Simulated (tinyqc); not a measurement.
Crystallisation kinetics and data retention of a phase-change cell: two steps of the calculation.

Johnson-Mehl-Avrami-Kolmogorov law X = 1 - exp(-y^n), y = integral of k dt, k = (1/100 s) exp[-(Ec q/kB)(1/T - 1/T1)].

Inputs (values chosen for the exercise); values of the order of Ge-Sb-Te and related chalcogenides:
- Ec = 1.87 eV (activation energy of crystallisation)
- T1 = 414 K (temperature at which the rate k is 1/(100 s))
- n = 2.5 (Avrami exponent)
- Xf = 0.4 (crystalline share at which the state is lost)
- T = 341 K (storage temperature)
- b = 2 K/min (heating rate)
- Ta = 372 K (start of the ramp table)
- dT = 6 K (step of the table)
- m = 10 (steps)

Constants: q = 1.602176634e-19 C, kB = 1.380649e-23 J/K. Results are converted to the units shown.

Task 1. Retention. At fixed T the state fails at t = (-ln(1 - Xf))^(1/n)/k; ten years are 3.15576e8 s.

Wanted: k; y at failure; time to fail; the same in years; temperature for ten years.

Result 1.

k = 1.3388e-7 1/s
y at failure = 0.76438
time to fail = 5.7094e6 s
the same in years = 0.18092
temperature for ten years = 320.78 K

The cell misses ten years at 341 K.

Task 2. A heating ramp. T rises at the rate b. Start with y = k (kB Ta^2/(q Ec))/b, the integral from cold to Ta to leading order; over each step k is taken as exponential in T, so y gains (dT/b)(k2 - k1)/ln(k2/k1). dX/dt = n y^(n - 1) k exp(-y^n), listed as 0 once y^n exceeds 23.

Give: T; k; y; X; dX/dt.

Result 2.

```
point,T (K),k (1/s),y,X,dX/dt (1/s)
0,372,2.6906e-5,0.0051474,1.9009e-6,2.4841e-8
1,378,6.7917e-5,0.013120,1.9716e-5,2.5515e-7
2,384,1.6655e-4,0.032912,1.9649e-4,2.4856e-6
3,390,3.9731e-4,0.080687,0.0018476,2.2723e-5
4,396,9.2313e-4,0.19295,0.016221,1.9243e-4
5,402,0.0020916,0.45010,0.12708,0.0013783
6,408,0.0046263,1.0248,0.65467,0.0041437
7,414,0.010000,2.2797,0.99961,3.3652e-5
8,420,0.021145,4.9587,1.0000,0
9,426,0.043777,10.557,1.0000,0
10,432,0.088820,22.016,1.0000,0
```

Range of the model: One Arrhenius rate is assumed; incubation, growth from the boundary and the non-Arrhenius kinetics of the supercooled liquid are left out.

Computed by the program tinyqc: `OMP_NUM_THREADS=1 python tinyqc.py 2490106 2490107 out.jsonl`, one thread of a shared Intel Xeon 2.30GHz, about 0.01 s for the whole run.
